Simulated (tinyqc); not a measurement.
Gated two-dimensional channel with two bands, quantum capacitance: one step of the calculation.

phi is the Fermi level above the lowest band edge, in volts; Vg is counted from the gate voltage at which an empty channel would have phi = 0. The channel has no thickness; trap charge is -q Dit phi.

Problem. Charge and capacitances at the solution. D1 = gv md m0 q/(pi hbar^2), D2 = g2 m2 m0 q/(pi hbar^2) per eV; n1 = D1 Vt ln(1 + exp(phi/Vt)), n2 = D2 Vt ln(1 + exp((phi - E2)/Vt)), n = n1 + n2; Cq = q dn/dphi = q [D1/(1 + exp(-phi/Vt)) + D2/(1 + exp((E2 - phi)/Vt))]. 1/C_G = 1/Cox + 1/(Cq + q Dit); dphi/dVg = Cox/(Cox + Cq + q Dit).

Inputs (values chosen for the exercise); lowest band close to that of a thin germanium body:

| symbol | value | unit | meaning |
|---|---|---|---|
| T | 300 | K | temperature |
| md | 0.0824 | m0 | in-plane mass |
| gv | 1 |  | valley degeneracy |
| m2 | 0.084 | m0 | in-plane mass of a second band, chosen freely |
| g2 | 6 |  | valley degeneracy of that band, chosen freely |
| E2 | 0.31 | eV | second band edge above the first |
| Dit | 0 | cm^-2 eV^-1 | density of traps |

Constants: q = 1.602176634e-19 C, kB = 1.380649e-23 J/K, hbar = 1.054571817e-34 J s, m0 = 9.1093837015e-31 kg, Vt = kB T/q. Results are converted to the units shown.

converged phi = 0.27680437 V
Cox = 4.1108729 uF/cm^2

Wanted: n; Cq; C_G; dphi/dVg.

Solution.

n = 1.086e13 cm^-2
Cq = 12.83 uF/cm^2
C_G = 3.113 uF/cm^2
dphi/dVg = 0.2427

Cq is 3.12 times Cox, so C_G is 75.7 % of Cox; 39.5 % of the gate voltage has gone into phi.

Computed by the program tinyqc: `OMP_NUM_THREADS=1 python tinyqc.py 2200104 2200105 out.jsonl`, one thread of a shared Intel Xeon 2.30GHz, about 0.01 s for the whole run.
